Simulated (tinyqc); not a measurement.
Moments against temperature: two-sublattice mean-field magnet: ferrimagnet, compensation points and susceptibility. Computed by tinyqc, a small Python program. Command: `OMP_NUM_THREADS=1 python tinyqc.py 3013756 3013757 out.jsonl ferri walk`. One thread of a shared host (Intel(R) Xeon(R) Processor @ 2.30GHz), about 0.01 s of CPU time with the checks.

A random alloy A(1-x)B(x) with H = -sum over pairs J S_i.S_j. a = <S_A> and b = <S_B> are taken along z, a > 0. Exchange fields: h_A = (1 - x) zJ_AA a + x zJ_AB b, h_B = (1 - x) zJ_AB a + x zJ_BB b; a = S_A B_(S_A)(S_A h_A/(k_B T)) and likewise for b, with the Brillouin function B_S(y) = [(2S + 1)/(2S)] coth[(2S + 1) y/(2S)] - [1/(2S)] coth[y/(2S)].

Inputs (values chosen for the exercise, for a model ferrimagnet):

| quantity | value | unit |
|---|---|---|
| spin S_A | 1.5 | - |
| spin S_B | 3.5 | - |
| g factor g_A | 2.1 | - |
| g factor g_B | 2 | - |
| fraction x of B sites | 0.15 | - |
| z J_AA | 17.5 | meV |
| z J_BB | 2.5 | meV |
| z J_AB | -6.2 | meV |
| T over T_c | 0.41 | - |

Constants: k_B = 8.617333262e-05 eV/K.

Method:
- Linearised, T (a, b) = M (a, b) with M_ij = S_i (S_i + 1) c_j zJ_ij/(3 k_B), c_A = 1 - x, c_B = x. T_c is the larger eigenvalue, and its eigenvector gives b/a at onset, (T_c - M_AA)/M_AB.
- Repeat from a = S_A, b = -S_B until a and b change by less than 1e-10.
- Net moment m = (1 - x) g_A a + x g_B b in mu_B per site; net spin s = (1 - x) a + x b.

T_c = 236.084 K

Sublattices:

| T/T_c | T (K) | a/S_A | -b/S_B | m (mu_B) |
|---|---|---|---|---|
| 0.05 | 11.80 | 1.00000 | 0.99997 | 1.6275 |
| 0.15 | 35.41 | 0.99984 | 0.98525 | 1.6426 |
| 0.30 | 70.83 | 0.98880 | 0.91555 | 1.6862 |
| 0.45 | 106.24 | 0.94641 | 0.81641 | 1.6768 |
| 0.60 | 141.65 | 0.86457 | 0.69179 | 1.5885 |
| 0.72 | 169.98 | 0.76118 | 0.57166 | 1.4378 |
| 0.84 | 198.31 | 0.60362 | 0.42481 | 1.1701 |
| 0.92 | 217.20 | 0.43996 | 0.29645 | 0.8667 |
| 0.97 | 229.00 | 0.27440 | 0.17995 | 0.5458 |

What follows from these numbers?

At 0.45 T_c A keeps 0.95 and B 0.82 of saturation. |m| first rises, to 1.686 at 0.3 T_c, because the minority sublattice falls faster (type P).
